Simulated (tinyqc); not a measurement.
# Bottom-up copper filling of a trench by curvature-enhanced accelerator coverage, step by step

A worked calculation. Computed by tinyqc, a small Python program that keeps every step. Command: `OMP_NUM_THREADS=1 python tinyqc.py 3001232 3001233 out.jsonl superfill walk`. One thread of a shared host (Intel(R) Xeon(R) Processor @ 2.30GHz), about 0.06 s of CPU time with the checks. Intermediate numbers are printed to about 7 digits and carried at full precision; extremes and crossings named in words are read from the listed rows.

A rectangular trench keeps vertical walls and a flat floor. An accelerator floats on the surface; where area is lost in the corners it is passed on to the floor.

Inputs (values chosen for the exercise, close to those used for damascene copper plating):
```
quantity                                           value     unit
trench width w                                       100       nm
aspect ratio h/w                                     2.5        -
exchange current of the suppressed surface i_0      0.01  mA/cm^2
exchange current of the accelerated surface i_1      3.3  mA/cm^2
transfer coefficient alpha                          0.42        -
overpotential eta                                   0.15        V
starting coverage theta_0                          0.017        -
adsorption rate k_a                                    0      1/s
cupric ion concentration C                          0.78    mol/l
diffusivity D                                    4.3e-06   cm^2/s
boundary layer delta                                  45       um
temperature T                                        298        K
```

Constants: e = 1.602176634e-19 C; N_A = 6.02214076e+23 1/mol; k_B = 8.617333262e-05 eV/K.

## Velocities

Kinetic current i_k = [i_0 (1 - theta) + i_1 theta] exp(alpha eta/(k_B T)), limit i_L = 2 F D C/delta, i = 1/(1/i_k + 1/i_L); velocity v = i Omega/(2F), Omega = 7.11 cm^3/mol, F = e N_A. Depletion inside the trench is ignored.

limiting current i_L = 143.8275 mA/cm^2

velocity at theta = 0 = 0.04280395 nm/s

velocity at theta_0 = 0.2809373 nm/s

velocity at theta = 1 = 11.15971 nm/s

ratio v(1)/v(theta_0) = 39.72312

Without acceleration the walls meet when the floor has risen by w/2, so a seam-free fill needs a mean floor-to-wall speed ratio of at least 2 h/w = 5.

## First rates

At the start theta_b = theta_s = theta_0 and x = w/2: d theta_b/dt = k_a (1 - theta_0) + 2 theta_0 v/x (theta_b on the floor, theta_s on the walls, x the half width). At this initial relative rate the doubling time without adsorption would be x ln2/(2 v).

rate from adsorption = 0 1/s

rate from area loss = 1.910373e-04 1/s

doubling time = 61.68167 s

## Filling

Half width x, floor height y, depth h = aspect ratio x w. dx/dt = -v_s, dy/dt = v_b. d theta_b/dt = k_a (1 - theta_b) + [theta_s v_b + theta_b v_s]/x: the floor takes the accelerator of the wall it covers and keeps its own as it narrows. d theta_s/dt = k_a (1 - theta_s). theta_b is capped at 1. Integrate (tolerance 1e-9) until the walls meet (x = 0.02 w/2) or the floor passes the original mouth y = h. Start: x = w/2, y = 0, theta_b = theta_s = theta_0. Height filled = y/h, opening left = x/(w/2).

Course of the fill (nine evenly spaced times):
```
t (s)       x (nm)    y (nm)    theta_b  theta_s   v_b/v_s
0.0000    50.00000    0.0000  0.0170000    0.017   1.00000
19.5901   44.49641    6.0740  0.0214233    0.017   1.21930
39.1802   38.99282   13.5886  0.0277232    0.017   1.53076
58.7703   33.48923   23.2008  0.0371586    0.017   1.99530
78.3604   27.98563   36.0469  0.0522696    0.017   2.73449
97.9505   22.48204   54.2807  0.0788528    0.017   4.02075
117.5406  16.97845   82.5478  0.1327160    0.017   6.57317
137.1308  11.47486  133.0338  0.2711644    0.017  12.82109
156.7209   5.97127  250.0000  0.8540897    0.017  35.01739
```

time at the end = 156.7209 s

share of the height filled from the floor = 1

opening left, as a share of w = 0.1194254

The floor escapes with 12 % of the opening left: a seam-free fill, and the enriched floor will overshoot into a bump. Caution: real profiles develop slanted corners, and accelerator is consumed; both are left out.

## The window in starting coverage

The formulas are those given above.

Outcome:
```
theta_0  v(1)/v(theta_0)  height filled  opening left  time (s)
0.001           196.2272       0.633012     0.0200000  861.5940
0.003           131.3158       1.000000     0.0453042  561.6935
0.010            60.9346       1.000000     0.1051059  244.3167
0.020            34.5782       1.000000     0.1219170  136.0362
0.050            15.1393       1.000000     0.0832298   62.1847
0.100             7.8951       0.843786     0.0200000   34.6659
0.200             4.1104       0.573127     0.0200000   18.0478
0.400             2.1752       0.374434     0.0200000    9.5508
0.800             1.1966       0.232359     0.0200000    5.2541
```

The fill succeeds for theta_0 from 0.003 to 0.05 among these rows, with the widest margin at 0.02. Too little accelerator takes too long to concentrate. Too much speeds the walls as well and removes the contrast.

Checks made by the program: conservation of accelerator while theta_b is below 1 (relative difference 2e-10).
